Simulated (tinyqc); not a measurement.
Landau-Devonshire theory of a uniaxial ferroelectric: one step, computed by the program tinyqc.

G(P) = (alpha/2) P^2 + (beta*/4) P^4 + (gamma/6) P^6 - E P per volume, SI units, one domain, P along the polar axis, which is normal to the film.

Problem. Coefficients at T. alpha = alpha_0 (T - T0*), with clamping: T0* = T0 + 4 Q12 u_m/(alpha_0 (s11 + s12)), beta* = beta + 4 Q12^2/(s11 + s12).

Inputs (values chosen for the exercise, modelled on barium titanate):
```
quantity,value,unit
alpha_0,654000,J m/(C^2 K)
Curie-Weiss temperature T0,381,K
beta,-8.22e+08,J m^5/C^4
temperature T,300,K
misfit strain u_m,-0.0021,-
electrostriction Q12,-0.043,m^4/C^2
compliance s11 + s12,5.6e-12,m^2/N
```

Sample: epitaxial film.

Give: T0*; alpha; beta*.

Solution.

T0* = 479.62 K

alpha = -1.1747e+08 J m/C^2

beta* = 4.9871e+08 J m^5/C^4

Compression raises T0 by 99 K. beta* > 0: the transition is of second order, although the free crystal has a first-order one.
